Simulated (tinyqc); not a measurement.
Where in the gap a trap does harm: carrier lifetime from Shockley-Read-Hall, radiative, Auger and surface recombination. Computed by tinyqc, a small Python program. Command: `OMP_NUM_THREADS=1 python tinyqc.py 3014108 3014109 out.jsonl lifetime walk`. One thread of a shared host (Intel(R) Xeon(R) Processor @ 2.30GHz), about 0.02 s of CPU time with the checks.

Energies are counted from the top of the valence band. Boltzmann statistics, full ionisation, and equal excess densities of electrons and holes.

Inputs (values chosen for the exercise, with bands modelled on ZnO):
```
quantity                          value   unit
gap E_g                            3.32     eV
electron mass m_e                 0.263    m_0
valleys M_c                           1      -
hole mass m_h                     0.768    m_0
temperature T                       400      K
doping N                        2.9e+17  cm^-3
trap level E_t                     1.59     eV
trap density N_t                3.6e+11  cm^-3
electron cross-section sigma_n  6.9e-17   cm^2
hole cross-section sigma_p      2.2e-17   cm^2
```

Doping: n-type. Surface term: two equal surfaces.

Constants: m_0 = 9.1093837015e-31 kg; k_B = 1.380649e-23 J/K; h = 6.62607015e-34 J s; k_B = 8.617333262e-05 eV/K.

Method:
- N_c = 2 M_c (2 pi m_e k_B T/h^2)^(3/2) and N_v = 2 (2 pi m_h k_B T/h^2)^(3/2), masses in units of m_0.
- n_i = sqrt(N_c N_v) exp(-E_g/2 k_B T); majority density N/2 + sqrt(N^2/4 + n_i^2), minority density n_i^2 over it.
- v = sqrt(3 k_B T/m) with m_e or m_h; tau_n0 = 1/(sigma_n v_n N_t), tau_p0 = 1/(sigma_p v_p N_t); n1 = N_c exp(-(E_g - E_t)/k_B T), p1 = N_v exp(-E_t/k_B T).
- Low injection: tau = [tau_p0 (n_0 + n1) + tau_n0 (p_0 + p1)]/(n_0 + p_0). Depleted region (n = p = 0): generation lifetime tau_g = (tau_p0 n1 + tau_n0 p1)/n_i. n1 = N_c exp(-(E_g - E_t)/k_B T), p1 = N_v exp(-E_t/k_B T).

tau_p0 = 0.00820479 s

n_0 = 2.90e+17 cm^-3

N_c = 5.21091e+18 cm^-3

tau_n0 = 0.00153087 s

p_0 = 6.90842e-22 cm^-3

N_v = 2.60029e+19 cm^-3

n_i = 0.0141543 cm^-3

The same trap at other energies:
```
E_t (eV)  SRH lifetime (s)  generation lifetime (s)
0.199            0.0086316               8.7455e+15
0.498            0.0082049               1.4947e+12
0.830            0.0082048               9.8069e+07
1.162            0.0082048               6.4345e+03
1.494            0.0082048               4.2221e-01
1.660            0.0082048               7.0927e-03
1.826            0.0082048               4.5347e-01
2.158            0.0082048               6.9109e+03
2.490            0.0082048               1.0533e+08
2.822            0.0082049               1.6053e+12
3.121            0.0086632               9.3930e+15
```

The SRH lifetime (other channels left aside) stays within 10 % of its least value, among these rows, from E_t = 0.199 to 3.121 eV. The generation lifetime has a sharp minimum, among these rows at 1.66 eV and exactly at 1.659 eV, where tau_p0 n1 = tau_n0 p1, since generation needs two thermal jumps and the larger one rules.

Extremes, crossings and ranges named in words are read from the listed rows.
